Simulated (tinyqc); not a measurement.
Surface Green function of a zigzag honeycomb ribbon two chains wide, Sancho-Rubio decimation: one step of the calculation.

A semi-infinite lead of cells 0, 1, 2, ... with H0 inside a cell and H1 = <cell i|H|cell i + 1>. Cell of four sites joined 1-2-3-4 by -t; site 2 joins site 1 of the next cell and site 3 joins site 4 of the next cell. z = E + i eta.

Problem. Decimation. Start with e_s = e = H0, a = H1, b = H1^dagger. Each round: g = (z - e)^(-1); e_s <- e_s + a g b; e <- e + a g b + b g a; a <- a g a; b <- b g b (all with the old a, b). Round k joins cells 2^k apart.

Parameters, values chosen for the exercise:
```
symbol,value,unit,meaning
E,-1.51,eV,energy
eta,1e-9,eV,broadening
```

e_s after round 1 (eV):
```
                       1                      2                      3                      4
1   0.0000000+0.0000000i  -1.0000000+0.0000000i   0.0000000+0.0000000i   0.0000000+0.0000000i
2  -1.0000000+0.0000000i   0.6593732+0.0000000i   0.5589826+0.0000000i   0.0000000+0.0000000i
3   0.0000000+0.0000000i   0.5589826+0.0000000i   0.6593732+0.0000000i  -1.0000000+0.0000000i
4   0.0000000+0.0000000i   0.0000000+0.0000000i  -1.0000000+0.0000000i   0.0000000+0.0000000i
```

e after round 1 (eV):
```
                       1                      2                      3                      4
1   3.0134369+0.0000000i  -1.0000000+0.0000000i   0.0000000+0.0000000i   3.5546362+0.0000000i
2  -1.0000000+0.0000000i   0.6593732+0.0000000i   0.5589826+0.0000000i   0.0000000+0.0000000i
3   0.0000000+0.0000000i   0.5589826+0.0000000i   0.6593732+0.0000000i  -1.0000000+0.0000000i
4   3.5546362+0.0000000i   0.0000000+0.0000000i  -1.0000000+0.0000000i   3.0134369+0.0000000i
```

a after round 1 (eV):
```
                      1                     2                     3                     4
1  0.0000000+0.0000000i  0.0000000+0.0000000i  0.0000000+0.0000000i  0.0000000+0.0000000i
2  1.9956536+0.0000000i  0.0000000+0.0000000i  0.0000000+0.0000000i  2.3540637+0.0000000i
3  2.3540637+0.0000000i  0.0000000+0.0000000i  0.0000000+0.0000000i  1.9956536+0.0000000i
4  0.0000000+0.0000000i  0.0000000+0.0000000i  0.0000000+0.0000000i  0.0000000+0.0000000i
```

b after round 1 (eV):
```
                      1                     2                     3                     4
1  0.0000000+0.0000000i  1.9956536+0.0000000i  2.3540637+0.0000000i  0.0000000+0.0000000i
2  0.0000000+0.0000000i  0.0000000+0.0000000i  0.0000000+0.0000000i  0.0000000+0.0000000i
3  0.0000000+0.0000000i  0.0000000+0.0000000i  0.0000000+0.0000000i  0.0000000+0.0000000i
4  0.0000000+0.0000000i  2.3540637+0.0000000i  1.9956536+0.0000000i  0.0000000+0.0000000i
```

Wanted: g; e_s after round 2; e after round 2; a after round 2; b after round 2.

Solution.

g (1/eV):
```
               1              2              3              4
1  -1.502+0.000i  -0.916+0.000i   0.869+0.000i   1.373+0.000i
2  -0.916+0.000i  -1.057+0.000i   0.673+0.000i   0.869+0.000i
3   0.869+0.000i   0.673+0.000i  -1.057+0.000i  -0.916+0.000i
4   1.373+0.000i   0.869+0.000i  -0.916+0.000i  -1.502+0.000i
```

e_s after round 2 (eV):
```
               1              2              3              4
1   0.000+0.000i  -1.000+0.000i   0.000+0.000i   0.000+0.000i
2  -1.000+0.000i  -0.752+0.000i  -0.483+0.000i   0.000+0.000i
3   0.000+0.000i  -0.483+0.000i  -0.752+0.000i  -1.000+0.000i
4   0.000+0.000i   0.000+0.000i  -1.000+0.000i   0.000+0.000i
```

e after round 2 (eV):
```
               1              2              3              4
1  -0.730+0.000i  -1.000+0.000i   0.000+0.000i   0.034+0.000i
2  -1.000+0.000i  -0.752+0.000i  -0.483+0.000i   0.000+0.000i
3   0.000+0.000i  -0.483+0.000i  -0.752+0.000i  -1.000+0.000i
4   0.034+0.000i   0.000+0.000i  -1.000+0.000i  -0.730+0.000i
```

a after round 2 (eV):
```
                 1               2               3                4
1   0.0000+0.0000i  0.0000+0.0000i  0.0000+0.0000i   0.0000+0.0000i
2  -0.5643+0.0000i  0.0000+0.0000i  0.0000+0.0000i  -0.3350+0.0000i
3  -0.3350+0.0000i  0.0000+0.0000i  0.0000+0.0000i  -0.5643+0.0000i
4   0.0000+0.0000i  0.0000+0.0000i  0.0000+0.0000i   0.0000+0.0000i
```

b after round 2 (eV):
```
                1                2                3               4
1  0.0000+0.0000i  -0.5643+0.0000i  -0.3350+0.0000i  0.0000+0.0000i
2  0.0000+0.0000i   0.0000+0.0000i   0.0000+0.0000i  0.0000+0.0000i
3  0.0000+0.0000i   0.0000+0.0000i   0.0000+0.0000i  0.0000+0.0000i
4  0.0000+0.0000i  -0.3350+0.0000i  -0.5643+0.0000i  0.0000+0.0000i
```

tinyqc, about 0.08 s, one thread, Intel Xeon 2.30GHz (shared host): `OMP_NUM_THREADS=1 python tinyqc.py 2680117 2680118 out.jsonl`
